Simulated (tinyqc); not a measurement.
Interface roughness in a thin film (subband fluctuation and scattering): one step. Scattering time and mobility. Five cases, with inputs chosen for the exercise.

Question. Integrate over theta.

Gaussian roughness spectrum S(q) = pi D^2 Lc^2 exp(-q^2 Lc^2/4). Degenerate gas, taken to fill one subband (the second starts to fill once c kF^2/md exceeds E2 - E1, which is not tested here): kF = sqrt(2 pi Ns/gv), q = 2 kF sin(theta/2), 1/tau = (md/(2 pi c hbar)) G^2 times the integral from 0 to pi of S(q)(1 - cos theta)/eps(q)^2 dtheta, eps(q) = 1 + qs/q with screening (qs = gv md q0/(c eps), q0 = e^2/(4 pi eps0), form factors left out, which overstates the screening; other scattering is left out too, so these values lie far above measured mobilities in all but the thinnest films) or 1 without; mobility = tau c2/md with c2 = e/m0 = 1.75882e15 cm^2/(V s^2); 1e12/cm^2 = 1e-4/angstrom^2.

Constants: hbar^2/2m0 = 3.80998211 eV angstrom^2; hbar = 6.58211957e-16 eV s; e^2/(4 pi eps0) = 14.39964547 eV angstrom.

Give: a table of case, integral, tau (fs), mobility (cm^2/(V s)).

Case 1.

Values chosen (near those of a thin GaN channel; shifted at random, so the results belong to these values and not to a real crystal): md = 0.205 m0 (mass in the plane); gv = 1 (valleys); D = 3.6 angstrom (rms height of the roughness); Lc = 38 angstrom (correlation length); Ns = 1.1 x 1e12/cm^2 (sheet density); eps = 9.7 (mean dielectric constant at the channel).

G = |dE1/dt| = 1.932116 meV/angstrom

Answer.

Results:
```
case      integral  tau (fs)  mobility (cm^2/(V s))
bare         1.537     227.8                   1955
screened    0.1835      1908              1.637e+04
```

Screening raises the mobility by a factor 8.4. With it kF l = 74.5, so by this rate the carriers are far from localisation. G D = 7.0 meV is more than half of EF - E1 = 12.8 meV, though, which makes the Born rate doubtful.

Case 2.

Values chosen (near those of a thin Si channel on (100), two-fold valleys; shifted at random, so the results belong to these values and not to a real crystal): md = 0.184 m0 (mass in the plane); gv = 2 (valleys); D = 2.1 angstrom (rms height of the roughness); Lc = 36 angstrom (correlation length); Ns = 5.5 x 1e12/cm^2 (sheet density); eps = 7.6 (mean dielectric constant at the channel).

G = |dE1/dt| = 10.434989 meV/angstrom

Answer.

Results:
```
case      integral  tau (fs)  mobility (cm^2/(V s))
bare        0.7040     62.22                  594.7
screened   0.04426     989.6                   9460
```

Screening raises the mobility by a factor 15.9. With it kF l = 108, so by this rate the carriers are far from localisation. G D = 21.9 meV is more than half of EF - E1 = 35.8 meV, though, which makes the Born rate doubtful.

Case 3.

Values chosen (near those of a thin InGaAs channel; shifted at random, so the results belong to these values and not to a real crystal): md = 0.045 m0 (mass in the plane); gv = 1 (valleys); D = 4 angstrom (rms height of the roughness); Lc = 34 angstrom (correlation length); Ns = 1.4 x 1e12/cm^2 (sheet density); eps = 11.2 (mean dielectric constant at the channel).

G = |dE1/dt| = 1.549473 meV/angstrom

Answer.

Results:
```
case      integral  tau (fs)  mobility (cm^2/(V s))
bare         1.518      1654              6.464e+04
screened    0.8496      2954              1.155e+05
```

Screening raises the mobility by a factor 1.8. With it kF l = 669, so by this rate the carriers are far from localisation. Phonons, and the gate field that presses carriers to the wall, limit real channels far below this value.

Case 4.

Values chosen (near those of a thin Si channel on (100), two-fold valleys; shifted at random, so the results belong to these values and not to a real crystal): md = 0.186 m0 (mass in the plane); gv = 2 (valleys); D = 3.5 angstrom (rms height of the roughness); Lc = 34 angstrom (correlation length); Ns = 4.7 x 1e12/cm^2 (sheet density); eps = 7.5 (mean dielectric constant at the channel).

G = |dE1/dt| = 8.241885 meV/angstrom

Answer.

Results:
```
case      integral  tau (fs)  mobility (cm^2/(V s))
bare        0.9685     28.94                  273.7
screened   0.05580     502.4                   4751
```

Screening raises the mobility by a factor 17.4. With it kF l = 46.2, so by this rate the carriers are far from localisation. G D = 28.8 meV is more than half of EF - E1 = 30.2 meV, though, which makes the Born rate doubtful.

Case 5.

Values chosen (near those of a thin Ge channel on (111), one valley; shifted at random, so the results belong to these values and not to a real crystal): md = 0.081 m0 (mass in the plane); gv = 1 (valleys); D = 3.2 angstrom (rms height of the roughness); Lc = 38 angstrom (correlation length); Ns = 2.7 x 1e12/cm^2 (sheet density); eps = 12 (mean dielectric constant at the channel).

G = |dE1/dt| = 9.682178 meV/angstrom

Answer.

Results:
```
case      integral  tau (fs)  mobility (cm^2/(V s))
bare        0.6249     71.48                   1552
screened    0.2919     153.0                   3323
```

Screening raises the mobility by a factor 2.1. With it kF l = 37.1, so by this rate the carriers are far from localisation.

Computed by tinyqc, one run a case: `OMP_NUM_THREADS=1 python tinyqc.py N N+1 out.jsonl` with N = 1250225, 1250284, 1250406, 1250589, 1250903; one thread of a shared Intel(R) Xeon(R) Processor @ 2.30GHz, about 0.01 s a run at most.
